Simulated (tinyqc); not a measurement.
# Floating body of a partially depleted SOI transistor: body voltage and kink: effects of single changes

Source at 0 V. Channel current Ic = 2 nf K Vt^2 [F(0) - F(Vd)](1 + la Vd), F(V) = ln^2(1 + exp((Vg - VT - nf V)/(2 nf Vt))), VT = VT0 - gb Vb. Saturation voltage Vs = 2 Vt sqrt(F(0)) + 3 Vt, excess Ve = (Vd - Vs + sqrt((Vd - Vs)^2 + 0.0004 V^2))/2, multiplication M1 = Ai Ve exp(-Bl/Ve). Each junction passes D(v) = J1 (exp(v/Vt) - 1) + J2 (exp(v/(2 Vt)) - 1). Bipolar current Ib = bb J1 (exp(Vb/Vt) - 1). The body settles where M1 (Ic + Ib) = D(Vb) + D(Vb - Vd) + Vb/Rb; drain current Id = (1 + M1)(Ic + Ib) - D(Vb - Vd).

Values chosen for this exercise; values of the order met in partially depleted silicon-on-insulator transistors:
```
symbol,value,unit,meaning
T,300,K,temperature
VT0,0.5,V,threshold at zero body voltage
gb,0.2,,fall of the threshold per volt of body voltage
nf,1.28,,slope factor
K,380,uA/(V^2 um),gain factor per width
la,0.06,1/V,channel-length modulation factor
Ai,1.31,1/V,impact-ionisation prefactor
Bl,7.3,V,impact-ionisation voltage
J1,3.3e-13,uA/um,diffusion saturation current of each junction
J2,3.8e-9,uA/um,recombination saturation current of each junction
bb,3,,gain of the lateral bipolar transistor on the diffusion current
Rb,1e9,kohm um,"resistance of a weak body tie to the source (1e9 stands for no tie, and the term is then dropped)"
Vg,0.71,V,gate voltage
Vd,1.6,V,drain voltage
```

Constants: q = 1.602176634e-19 C, kB = 1.380649e-23 J/K, Vt = kB T/q. Results are converted to the units shown.

Each table varies one quantity; the others keep the values above.

## Output curve and kink

Rows with more than one solution for Vb (latch) are left out; dId/dVd by a forward difference over 1e-4 V, swing = 1e-4 V over the change of log10 Id; M1 under 1e-12 is printed as 0.

Results:

| Vd (V) | Vb (V) | M1 | Id, floating (uA/um) | Id, grounded (uA/um) | ratio | dId/dVd, floating (uS/um) | dId/dVd, grounded (uS/um) |
|---|---|---|---|---|---|---|---|
| 0.8 | 0.3554 | 3.212e-7 | 12.37 | 7.039 | 1.758 | 22.81 | 0.4032 |
| 1 | 0.5219 | 1.826e-5 | 15.61 | 7.120 | 2.192 | 11.04 | 0.4094 |
| 1.2 | 0.5991 | 2.438e-4 | 17.37 | 7.204 | 2.411 | 7.296 | 0.4427 |
| 1.4 | 0.6474 | 0.001387 | 18.69 | 7.301 | 2.560 | 6.141 | 0.5305 |
| 1.8 | 0.7077 | 0.01224 | 21.39 | 7.581 | 2.821 | 8.335 | 0.9199 |
| 2 | 0.7287 | 0.02542 | 23.38 | 7.794 | 3.000 | 11.91 | 1.213 |
| 2.2 | 0.7465 | 0.04580 | 26.32 | 8.070 | 3.261 | 18.02 | 1.557 |

Estimate the missing row, Vd = 1.6 V.

Computed row:

| Vd (V) | Vb (V) | M1 | Id, floating (uA/um) | Id, grounded (uA/um) | ratio | dId/dVd, floating (uS/um) | dId/dVd, grounded (uS/um) |
|---|---|---|---|---|---|---|---|
| 1.6 | 0.6817 | 0.004807 | 19.93 | 7.421 | 2.685 | 6.506 | 0.6893 |

With this row back in the table: Vb rises from 0.355 to 0.746 V and the ratio of the currents rises from 1.76 to 3.26. The output conductance with a floating body exceeds the grounded value by the largest factor among the rows, 56.6, at Vd = 0.8 V, where Vb = 0.355 V and M1 = 3.21e-7.

## Transfer curve and swing

Same model as above.

Transfer curve and swing:

| Vg (V) | Vb (V) | M1 | Id, floating (uA/um) | Id, grounded (uA/um) | ratio | swing, floating (mV/decade) | swing, grounded (mV/decade) |
|---|---|---|---|---|---|---|---|
| 0.05 | 0.1181 | 0.01650 | 1.838e-6 | 9.022e-7 | 2.037 | 57.42 | 76.56 |
| 0.15 | 0.3243 | 0.01646 | 1.297e-4 | 1.838e-5 | 7.057 | 53.86 | 76.40 |
| 0.25 | 0.4912 | 0.01619 | 0.006875 | 3.706e-4 | 18.55 | 63.97 | 77.06 |
| 0.35 | 0.5847 | 0.01501 | 0.1694 | 0.007046 | 24.04 | 83.62 | 80.03 |
| 0.45 | 0.6391 | 0.01225 | 1.560 | 0.1073 | 14.54 | 134.8 | 91.87 |
| 0.55 | 0.6660 | 0.008960 | 5.909 | 0.9392 | 6.292 | 223.8 | 128.0 |
| 0.65 | 0.6783 | 0.006159 | 13.69 | 4.026 | 3.400 | 333.9 | 199.5 |
| 0.75 | 0.6827 | 0.004036 | 24.72 | 10.36 | 2.386 | 451.3 | 297.2 |
| 0.85 | 0.6822 | 0.002512 | 38.89 | 20.06 | 1.938 | 570.4 | 406.9 |

What does the comparison show?

Vb rises from 0.118 to 0.682 V. The smallest swing among the rows is 53.9 mV a decade with a floating body (at Vg = 0.15 V) and 76.4 with a grounded one; Vt ln 10 = 59.5. The floating swing is smaller by more than 3 % for Vg = 0.05, 0.15, 0.25 V, where the rising Vb lowers the threshold as Vg rises. In the first row the floating body raises the current by a factor of 2.04.

Range of the model: The multiplication law is an empirical form chosen for the exercise; self-heating and capacitive coupling to the body are left out, and the linear laws are rough once Vb passes about 0.7 V or M1 about 0.1.

Computed by the program tinyqc: `OMP_NUM_THREADS=1 python tinyqc.py 2182130 2182131 out.jsonl`, one thread of a shared Intel Xeon 2.30GHz, about 0.2 s for the whole run.
